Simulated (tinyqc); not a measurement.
What grading buys: minority-electron transport through the base of a bipolar transistor (Moll-Ross and Kroemer integrals). Computed by tinyqc, a small Python program. Command: `OMP_NUM_THREADS=1 python tinyqc.py 3011879 3011880 out.jsonl base walk`. One thread of a shared host (Intel(R) Xeon(R) Processor @ 2.30GHz), about 0.01 s of CPU time with the checks.

Low injection, one dimension, x from the emitter edge (0) to the collector edge (W), s = x/W. Recombination is treated as a small correction (valid for tau_B well below tau_n), computed from the stored charge.

Inputs (values chosen for the exercise, modelled on silicon):

| quantity | value | unit |
|---|---|---|
| base doping at the emitter edge N_0 | 3.2e+19 | 1/cm^3 |
| base width W | 31 | nm |
| mu_min | 180 | cm^2/(V s) |
| mu_max | 1290 | cm^2/(V s) |
| N_ref | 2.4e+17 | 1/cm^3 |
| saturation velocity v_s | 0.91 | 1e7 cm/s |
| temperature T | 300 | K |

Base doping profile: uniform. Gap grading: none. Exit of the base: saturation velocity.

Constants: k_B = 8.617333262e-05 eV/K.

Method. N(x) = N_0; n_i(x)^2 = n_i^2 exp(s dE_g/k_B T); D(x) = (k_B T/e) mu, mu = mu_min + (mu_max - mu_min)/(1 + (N/N_ref)^0.7). With y(x) = N n_i^2/(D n_i(x)^2): base Gummel number G_B = int_0^W y dx + N(W) n_i^2/(v_s n_i(W)^2); J_C = e n_i^2 exp(e V_BE/k_B T)/G_B; n(x) = (J_C/e)(n_i(x)^2/(N n_i^2)) [int_x^W y dx + the same exit term]; transit time tau_B = (e/J_C) int n dx; trapezoid rule on 401 even points.

The same base with other gradings:

| dE_g (meV) | dE_g/k_B T | G_B (s/cm^4) | J_C gain | tau_B (ps) | speed gain |
|---|---|---|---|---|---|
| 0 | 0.000 | 2.1365e+13 | 1.000 | 1.2052 | 1.0000 |
| 25 | 0.967 | 1.2776e+13 | 1.672 | 0.8604 | 1.4008 |
| 50 | 1.934 | 8.4026e+12 | 2.543 | 0.6493 | 1.8563 |
| 75 | 2.901 | 6.0074e+12 | 3.556 | 0.5128 | 2.3501 |
| 100 | 3.868 | 4.5912e+12 | 4.653 | 0.4201 | 2.8689 |
| 150 | 5.802 | 3.0775e+12 | 6.942 | 0.3053 | 3.9471 |
| 200 | 7.736 | 2.3077e+12 | 9.258 | 0.2386 | 5.0502 |
| 300 | 11.605 | 1.5382e+12 | 13.890 | 0.1655 | 7.2810 |

At 100 meV J_C rises by a factor 4.65 and the transit is 2.87 times faster; at 300 meV the factors are 13.89 and 7.28. For a uniform base without exit term both tend to be linear in dE_g/k_B T, J_C as x/(1 - exp(-x)) and the speed as x/2. From 150 meV on the mean velocity W/tau_B exceeds v_s, so those speed gains are overstated.
